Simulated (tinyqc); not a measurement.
Inside a calculation. Method: RKS/BLYP in the 6-31g basis, for He, spin multiplicity 1. One step of it, computed by the program tinyqc.

Task: Iteration 2: DIIS coefficients. Solve [B -1; -1 0][c; lambda] = [0; -1] for the coefficients, which sum to one.

B (overlaps of the stored error matrices):
```
                1               2
1   9.9778399e-01  -3.9995922e-01
2  -3.9995922e-01   1.6032265e-01
```

Give: DIIS coefficients.

Result:

DIIS coefficients: 0.2861  0.7139
